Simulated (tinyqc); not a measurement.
## Phase-change memory cell, resistance drift and retention: drift of neighbouring levels

The amorphous state follows Ra = R0 (t/t0)^nu exp[(q Ec/kB)(1/T - 1/(300 K))], with nu taken as independent of T. An intermediate level follows the logarithmic mixing rule ln R = (1 - fa) ln Rc + fa ln Ra with constant Rc. The time to lose the data by crystallisation is tr = tx exp[(q Ex/kB)(1/T - 1/Tx)]; 1 year = 3.15576e7 s. These are empirical laws.

Two intermediate levels, fa and 0.42, and the amorphous state at temperature T. A fixed threshold is set at the geometric mean of the two intermediate levels at t0.

Inputs (values chosen for the exercise); values of the order found in chalcogenide phase-change cells:
```
symbol,value,unit,meaning
R0,9.1,Mohm,resistance of the amorphous state at t0 and 300 K
t0,0.001,s,reference time
nu,0.049,,drift exponent
Ec,0.26,eV,activation energy of conduction
T,358,K,operating temperature
fa,0.27,,amorphous share of an intermediate level
Rc,7.1,kohm,resistance of the crystalline state
```

Constants: q = 1.602176634e-19 C, kB = 1.380649e-23 J/K. Results are converted to the units shown.

Results:
```
t (s)  lower level (Mohm)  upper level (Mohm)  Ra (Mohm)  lower level/threshold
0.001             0.03157             0.07233      1.784                 0.6607
0.01              0.03255             0.07584      1.997                 0.6811
0.1               0.03356             0.07952      2.236                 0.7022
1                 0.03459             0.08338      2.503                 0.7239
10                0.03566             0.08743      2.802                 0.7463
100               0.03677             0.09167      3.136                 0.7694
1000              0.03790             0.09612      3.511                 0.7932
1e5               0.04028              0.1057      4.400                 0.8430
```

Estimate the missing row, t = 10000 s.

Computed row:
```
t (s)  lower level (Mohm)  upper level (Mohm)  Ra (Mohm)  lower level/threshold
10000             0.03908              0.1008      3.930                 0.8177
```

With this row back in the table: Over eight decades Ra grows by a factor of 2.47, the upper level by 1.46 and the lower by 1.28, so their ratio widens from 2.29 to 2.62. The lower level stays under the fixed threshold in all rows.

Computed by the program tinyqc: `OMP_NUM_THREADS=1 python tinyqc.py 2880007 2880008 out.jsonl`, one thread of a shared Intel Xeon 2.30GHz, about 0.01 s for the whole run.
